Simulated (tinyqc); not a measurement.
Inputs raised by 10 %, one at a time: dopants and charged point defects at anneal temperature: Fermi-level effect, clustering and pairing. Computed by tinyqc, a small Python program. Command: `OMP_NUM_THREADS=1 python tinyqc.py 3015748 3015749 out.jsonl pairing sens`. One thread of a shared host (Intel(R) Xeon(R) Processor @ 2.30GHz), about 0.03 s of CPU time with the checks.

Boltzmann statistics and full ionisation of active dopants. Energies are counted from the valence band; the defect (a vacancy or self-interstitial) has five charge states, with all degeneracy factors one.

Inputs (values chosen for the exercise, with bands modelled on InP):

| quantity | value | unit |
|---|---|---|
| gap at 0 K E_g0 | 1.42 | eV |
| Varshni alpha | 0.000353 | eV/K |
| Varshni beta | 165 | K |
| electron mass m_e | 0.0764 | m_0 |
| valleys M_c | 1 | - |
| hole mass m_h | 0.617 | m_0 |
| anneal temperature T | 1090 | K |
| total dopant density N | 1.1e+20 | cm^-3 |
| formation enthalpy of the neutral defect H_f | 3.72 | eV |
| formation entropy S_f | 9.5 | k_B |
| site density N_s | 3.9e+22 | cm^-3 |
| intrinsic dopant diffusivity D_i | 6.4e-13 | cm^2/s |
| anneal time t | 200 | s |
| dopant atoms per cluster k | 4 | - |
| cluster binding energy E_b | 2.54 | eV |

Dopant: acceptor. Second part: clustering of the dopant.

defect levels as fractions of E_g(T): (2+/+), (+/0), (0/-), (-/2-): 0.042  0.26  0.69  0.86

Constants: m_0 = 9.1093837015e-31 kg; k_B = 1.380649e-23 J/K; h = 6.62607015e-34 J s; k_B = 8.617333262e-05 eV/K.

Method:
- E_g = E_g0 - alpha T^2/(T + beta).
- N_c = 2 M_c (2 pi m_e k_B T/h^2)^(3/2) and N_v = 2 (2 pi m_h k_B T/h^2)^(3/2), masses in units of m_0.
- n_i = sqrt(N_c N_v) exp(-E_g/2 k_B T); E_i = E_g/2 + (k_B T/2) ln(N_v/N_c).
- p = A/2 + sqrt(A^2/4 + n_i^2) for an active density A.
- k ionised dopants and k carriers form one neutral cluster: C = N_s (A/N_s)^k (p/N_b)^k exp(E_b/k_B T), N_b the effective density of states of the majority band, and N = A + k C (60 bisections in ln A between ln N - 90 and ln N).
- chi = n/n_i (for acceptors n_i/p); E_F = E_i + k_B T ln chi; field enhancement h = 1 + A/sqrt(A^2 + 4 n_i^2).
- C_0 = N_s exp(S_f/k_B) exp(-H_f/k_B T). Ratios to the neutral state at E_F = E_i: r_+ = exp((E(+/0) - E_i)/k_B T), r_2+ = r_+ exp((E(2+/+) - E_i)/k_B T), r_- = exp((E_i - E(0/-))/k_B T), r_2- = r_- exp((E_i - E(-/2-))/k_B T); at other E_F state q scales as chi^(-q). The enhancement is sum r_q chi^(-q)/sum r_q. The charge on the defects is left out of neutrality.
- If every charge state of the defect carries the dopant equally well, D = D_i x enhancement x h x (active share A/N, a rough stand-in that overstates the dA/dN which immobile clusters call for), D_i being an input held fixed when T or H_f is moved; diffusion length 2 sqrt(D t).

Runs:

| input moved | from | to | active density A (cm^-3) | enhancement over intrinsic | D/D_i | all defects, doped (cm^-3) |
|---|---|---|---|---|---|---|
| base run | - | - | 2.4145e+19 | 5.9845 | 2.6272 | 3.1195e+10 |
| total dopant density N (cm^-3) | 1.1e+20 | 1.21e+20 | 2.4501e+19 | 6.0886 | 2.4657 | 3.1738e+10 |
| cluster binding energy E_b (eV) | 2.54 | 2.794 | 1.7384e+19 | 4.1428 | 1.3094 | 2.1595e+10 |
| formation enthalpy of the neutral defect H_f (eV) | 3.72 | 4.092 | 2.4145e+19 | 5.9845 | 2.6272 | 5.9442e+08 |
| gap at 0 K E_g0 (eV) | 1.42 | 1.562 | 2.4145e+19 | 9.7023 | 4.2594 | 4.5490e+10 |
| intrinsic dopant diffusivity D_i (cm^2/s) | 6.4e-13 | 7.04e-13 | 2.4145e+19 | 5.9845 | 2.6272 | 3.1195e+10 |
| anneal time t (s) | 200 | 220 | 2.4145e+19 | 5.9845 | 2.6272 | 3.1195e+10 |

Exponents ln(y'/y) / ln(x'/x):

| input | active density A | enhancement over intrinsic | D/D_i | all defects, doped |
|---|---|---|---|---|
| total dopant density N | 0.153 | 0.181 | -0.666 | 0.181 |
| cluster binding energy E_b | -3.447 | -3.859 | -7.306 | -3.859 |
| formation enthalpy of the neutral defect H_f | 0.000 | 0.000 | 0.000 | -41.553 |
| gap at 0 K E_g0 | 0.000 | 5.070 | 5.070 | 3.958 |
| intrinsic dopant diffusivity D_i | 0.000 | 0.000 | 0.000 | 0.000 |
| anneal time t | 0.000 | 0.000 | 0.000 | 0.000 |

Which inputs matter most for each result?

Among the inputs moved here: active density A answers most in size to cluster binding energy E_b (exponent -3.447), next to total dopant density N (+0.153); its exponent is below 0.0005 for formation enthalpy of the neutral defect H_f, gap at 0 K E_g0, intrinsic dopant diffusivity D_i, anneal time t. Enhancement over intrinsic answers most in size to gap at 0 K E_g0 (exponent +5.070), next to cluster binding energy E_b (-3.859); its exponent is below 0.0005 for formation enthalpy of the neutral defect H_f, intrinsic dopant diffusivity D_i, anneal time t. D/D_i answers most in size to cluster binding energy E_b (exponent -7.306), next to gap at 0 K E_g0 (+5.070); its exponent is below 0.0005 for formation enthalpy of the neutral defect H_f, intrinsic dopant diffusivity D_i, anneal time t. all defects, doped answers most in size to formation enthalpy of the neutral defect H_f (exponent -41.553), next to gap at 0 K E_g0 (+3.958); its exponent is below 0.0005 for intrinsic dopant diffusivity D_i, anneal time t.
